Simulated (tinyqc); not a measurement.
MP2 on RHF in the sto-6g basis, for Li+, spin multiplicity 1, step by step. One step of it, computed by the program tinyqc.

Question. Second-order Moller-Plesset energy. E2 = sum_ijab (ia|jb) [2 (ia|jb) - (ib|ja)] / (e_i + e_j - e_a - e_b) over occupied i, j and virtual a, b; the opposite-spin part is (ia|jb)^2 / denominator, the rest is same-spin, and SCS-MP2 scales them by 6/5 and 1/3.

orbital energies (hartree): MO1 -2.776764, MO2 -0.178551, MO3 -0.095909, MO4 -0.095909, MO5 -0.095909

Two-electron integrals over orbitals (pq|rs), unique and non-zero (hartree):
```
p,q,r,s,(pq|rs)
1,1,1,1,1.667805
2,1,1,1,-0.182217
2,1,2,1,0.031344
2,2,1,1,0.404780
2,2,2,1,-0.009899
2,2,2,2,0.283189
3,1,3,1,0.009946
3,2,3,1,0.013403
3,2,3,2,0.060943
3,3,1,1,0.397011
3,3,2,1,-0.005643
3,3,2,2,0.286209
3,3,3,3,0.313125
4,1,4,1,0.009946
4,2,4,1,0.013403
4,2,4,2,0.060943
4,3,4,3,0.016875
4,4,1,1,0.397011
4,4,2,1,-0.005643
4,4,2,2,0.286209
4,4,3,3,0.279374
4,4,4,4,0.313125
5,1,5,1,0.009946
5,2,5,1,0.013403
5,2,5,2,0.060943
5,3,5,3,0.016875
5,4,5,4,0.016875
5,5,1,1,0.397011
5,5,2,1,-0.005643
5,5,2,2,0.286209
5,5,3,3,0.279374
5,5,4,4,0.279374
5,5,5,5,0.313125
```

Hartree-Fock energy = -7.22133373 hartree

Give: Terms; Pair energies; MP2 correlation energy; SCS-MP2 correlation energy; MP2 total energy.

Answer.

Terms:
```
i,j,a,b,(ia|jb),(ib|ja),denominator,term
1,1,2,2,0.031,0.031,-5.196,-1.89e-04
1,1,3,3,0.010,0.010,-5.362,-1.84e-05
1,1,4,4,0.010,0.010,-5.362,-1.84e-05
1,1,5,5,0.010,0.010,-5.362,-1.84e-05
```

Pair energies (hartree; pair i-j sums ij and ji):
```
pair,opposite spin,same spin
1-1,-2.44e-04,0.000
```

MP2 correlation energy = -0.00024 hartree

SCS-MP2 correlation energy = -0.00029 hartree

MP2 total energy = -7.22158 hartree
